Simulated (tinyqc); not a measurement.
Six-band hole subbands of a thin body in a field, step by step. Values are carried at full precision from step to step, so a last printed digit may differ when a step is redone from the rounded ones.

Constants: hbar^2/2m0 = 3.80998211 eV angstrom^2.

Inputs chosen for the exercise (near those of a p-type Si channel; not measured data): g1 = 4.26 (Luttinger gamma1); g2 = 0.34 (gamma2); g3 = 1.45 (gamma3); face = 001 (surface); Dso = 0.043 eV (spin-orbit splitting); b = -2.1 eV (tetragonal potential); d = -4.86 eV (trigonal potential); S = (7.67, -2.12, 12.53) 1/TPa (compliances s11, s12, s44); t = 30 angstrom (body thickness); F = 1.2 MV/cm (field across the body); sx = 0 GPa (stress along the channel [1-10], negative in compression); kmax = 0.1 1/angstrom (end of the path).

## Confinement masses without spin-orbit coupling

C(n n^T)/c has C_XX = (g1 + 4 g2) nx^2 + (g1 - 2 g2)(ny^2 + nz^2) and C_XY = 6 g3 nx ny, n the unit normal; its eigenvalues are the inverse masses along n.

C(n n^T)/c, lower triangle:
```
        X       Y       Z
X  3.5800
Y       0  3.5800
Z       0       0  5.6200
```

masses (m0): 0.2793  0.2793  0.1779

## The matrix for one sine at q = 0

Basis X, Y, Z times spin, hole energies counted downwards from the unstrained edge (the hydrostatic shift is left out), c = hbar^2/2m0. For a symmetric tensor T let C(T) have C_XX = L Txx + M (Tyy + Tzz), C_XY = N Txy (cyclic), L = c (g1 + 4 g2), M = c (g1 - 2 g2), N = 6 c g3. k = q + kz n, n the unit normal, q = k1 u + k2 v with u along the channel [1-10] and v = n x u. H = C(k k^T) + (Dso/3)(1 - L.sigma) - B + e F z with (L_k)_ij = -i epsilon_kij; B is the block C built from the traceless strain with 2b, -b and sqrt(3) d in place of L, M, N. Strain: exx = eyy = (s11 + s12) sx/2, ezz = s12 sx, exy = -s44 sx/4. Hard walls at z = 0 and t; basis sin(j pi z/t), j = 1 to Nz: kz^2 = (j pi/t)^2, kz = -i D with D_jl = 4 j l/(t (j^2 - l^2)), z_jj = t/2 and z_jl = -8 t j l/(pi (j^2 - l^2))^2 for j + l odd; 1 MV/cm = 0.01 eV/angstrom.

Nz = 1, in meV.

H (meV), lower triangle (Hermitian):
```
         X+       Y+      Z+      X-      Y-      Z-
X+   343.91
Y+  -14.33i   343.91
Z+        0        0  429.14
X-        0        0   14.33  343.91
Y-        0        0  14.33i  14.33i  343.91
Z-   -14.33  -14.33i       0       0       0  429.14
```

## Its levels

Diagonalise; the levels come in pairs. Give each pair and its weights on X, Y, Z, summed over spin and averaged over the pair.

levels (meV): 329.58  352.86  434.53

weights:
```
   pair 1  pair 2  pair 3
X   0.500   0.467   0.033
Y   0.500   0.467   0.033
Z   0.000   0.066   0.934
```

## More sines

The four lowest pairs at q = 0.

Hole energies (meV):

| Nz | pair 1 | pair 2 | pair 3 | pair 4 |
|---|---|---|---|---|
| 1 | 329.58 | 352.86 | 434.53 | - |
| 2 | 320.39 | 343.89 | 428.39 | 787.49 |
| 4 | 320.30 | 343.80 | 428.35 | 781.02 |
| 8 | 320.30 | 343.80 | 428.35 | 781.00 |
| 16 | 320.30 | 343.80 | 428.35 | 781.00 |

One sine is 9.28 meV off in the top subband, since the field mixes the sines. The second pair lies 23.5 meV deeper.

## Dispersion of the top subband

Nz = 14; the two lowest levels (spin-split where the field breaks inversion), in meV from their value at q = 0.

Energies (meV):

| \|q\| (1/angstrom) | u a | u b | v a | v b | [100] a | [100] b |
|---|---|---|---|---|---|---|
| 0.025 | 5.38 | 5.75 | 5.38 | 5.75 | 7.18 | 7.26 |
| 0.050 | 11.25 | 12.00 | 11.25 | 12.00 | 26.42 | 27.76 |
| 0.075 | 15.43 | 16.07 | 15.43 | 16.07 | 45.38 | 55.58 |
| 0.100 | 20.39 | 20.82 | 20.39 | 20.82 | 48.76 | 54.81 |

From the mean of each pair in the first row, c q^2/E gives 0.43 m0 along u, 0.43 m0 along v and 0.33 m0 along [100]. The largest distance between a and b in the table is 10.20 meV. These masses hold for the first row only: the band bends further out.

## Checks

- Top level at q = 0 on (001) without field and stress against c (g1 - 2 g2)(pi/t)^2, eV: both 0.14958.
- Hermiticity, and E(q) against E(-q): they agree to 1e-10 or better.

(tinyqc, `OMP_NUM_THREADS=1 python tinyqc.py 1251510 1251511 out.jsonl`, Intel(R) Xeon(R) Processor @ 2.30GHz, 1 thread, shared host, about 0.4 s.)
